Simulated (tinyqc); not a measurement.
# From subband energy back to barrier height V_0

Model: donor or exciton in a quantum well (variational effective-mass method). Computed by tinyqc, a small Python program. Command: `OMP_NUM_THREADS=1 python tinyqc.py 3026049 3026050 out.jsonl welldonor inv`. One thread of a shared host (Intel(R) Xeon(R) Processor @ 2.30GHz), about 0.3 s of CPU time with the checks.

H = -nabla^2 - 2/|r - r_i| + V(z) in effective units; trial function psi = f(z) exp(-|r - r_i|/lambda), f the ground state of the well. Mass and screening are the same in well and barrier; l = L/a* is the width in effective units. Bands are flat: no polarisation or applied field.

Inputs (values chosen for the exercise, modelled on ZnO): electron mass m = 0.277 m_0; dielectric constant eps = 8.03; well width L = 1.8 nm.

Centre: donor. Barriers: finite.

Constants: Ry = 13.605693123 eV; a_0 = 0.529177210903 angstrom.

Method. Ry* = Ry m/eps^2, a* = a_0 eps/m; l = L/a*. k solves k tan(k l/2) = sqrt(v - k^2), v = V_0/Ry*, 0 < k l/2 < pi/2 (bisection); f = cos(k z) inside and cos(k l/2) exp(-kappa (|z| - l/2)) outside, kappa = sqrt(v - k^2); subband energy k^2 Ry*.

Task: A run gave the result below. Find the barrier height V_0, known to lie between 0.16 and 0.48 eV.

subband energy = 117.66 meV

Result:

Each step takes the trial c = (a f_b - b f_a)/(f_b - f_a), f being the result less the target and a, b, c the logarithms of the listed values; c replaces end b, the old b replaces a if the sign of f changed, and otherwise f_a is halved.

Scan of the range:
```
barrier height V_0 (eV)  subband energy (meV)
0.160                                  89.489
0.192                                  99.686
0.231                                 110.546
0.277                                 121.647
0.333                                 133.263
0.400                                 145.108
0.480                                 157.078
```

False position (Illinois rule, in the logarithm of the input) inside the bracket:
```
step     end a     end b     trial  subband energy (meV)
1     0.231000  0.277000  0.259510               117.615
2     0.277000  0.259510  0.259699               117.660
3     0.277000  0.259699  0.259701               117.660
4     0.259699  0.259701  0.259700               117.660
```

Subband energy rises at every point of a 13-point scan of the range (every second point is shown), so one value fits; it is bracketed by 0.231 and 0.277. Answer: barrier height V_0 = 0.2597 eV.

Caution: so narrow a well has large confinement energy, where non-parabolicity and barrier penetration matter.
